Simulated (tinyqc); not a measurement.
Resistance of a source-drain extension with a graded tip: abruptness at a fixed junction position.

y runs along the channel, the gate covers y > 0. The doping is N0 for y < y0 and N0 10^(-(y - y0)/la) beyond, uniform over the depth xj. Sheet conductance s(y) = q mu(N) max(N - Nch, 0) xj + (for y > 0) ma Cox Vo, with mu(N) = u0 + (u1 - u0)/(1 + (N/Nr)^au) and Cox = eps0 eox/tox. Current is taken as one-dimensional; depletion of the tip, spreading and the contact are left out. The metallurgical junction lies at yj, where N = Nch.

R_spacer = integral of dy/s from -Ls to 0, R_ov from 0 to yj, R_channel = (Lg - 2 yj)/(ma Cox Vo), R_total = 2 R_spacer + 2 R_ov + R_channel. Electrical length L_eff = ma Cox dR_total/d(1/Vo); R_series = R_total - L_eff/(ma Cox Vo). y0 is moved with la so that yj stays at 5.4161 nm.

Values chosen for this exercise; mobility law close to that of holes in silicon:
- eox = 3.9 (relative permittivity of the gate insulator (close to silicon dioxide))
- tox = 2.8 nm (insulator thickness)
- N0 = 1.6e20 cm^-3 (active doping of the extension far from the gate)
- xj = 25 nm (depth of the extension)
- Nch = 3.4e18 cm^-3 (channel doping)
- Ls = 16 nm (spacer length)
- Vo = 0.81 V (gate overdrive)
- ma = 48 cm^2/(V s) (mobility of the gate-induced layer)
- u1 = 470.5 cm^2/(V s) (mobility at low doping)
- u0 = 44.9 cm^2/(V s) (mobility at high doping)
- Nr = 2.23e17 cm^-3 (reference doping)
- au = 0.719 (exponent)
- Lg = 40 nm (gate length)

Constants: q = 1.602176634e-19 C, eps0 = 8.8541878128e-14 F/cm where lengths are in cm. Results are converted to the units shown.

The same in every row: yj (nm) = 5.416; R_channel (ohm um) = 608.3.

Abruptness at a fixed junction position:
```
la (nm/decade),R_spacer (ohm um),R_ov (ohm um),R_total (ohm um),L_eff (nm),R_series (ohm um)
1,5.245,7.315,633.4,29.41,20.11
2.3,5.245,14.55,647.9,29.72,28.15
3.6,5.287,21.75,662.4,30.03,36.19
4.9,6.157,28.16,676.9,30.33,44.41
6.1,7.911,33.23,690.6,30.60,52.36
7.4,10.70,37.96,705.6,30.89,61.50
8.7,14.29,42.07,721.0,31.16,71.26
10,18.54,45.69,736.8,31.41,81.66
```

Read the table: what changes, and by how much?

As la goes from 1 to 10 nm/decade, R_total rises from 633 to 737 ohm um, R_spacer rises from 5.25 to 18.5 ohm um and R_ov rises from 7.32 to 45.7 ohm um. R_total changes on average by 11.5 ohm um for each nm/decade. L_eff exceeds the metallurgical length by 0.240 nm in the first row and 2.24 nm in the last, since the gate also controls the lightly doped tips.

Computed by the program tinyqc: `OMP_NUM_THREADS=1 python tinyqc.py 2282042 2282043 out.jsonl`, one thread of a shared Intel Xeon 2.30GHz, about 0.09 s for the whole run.
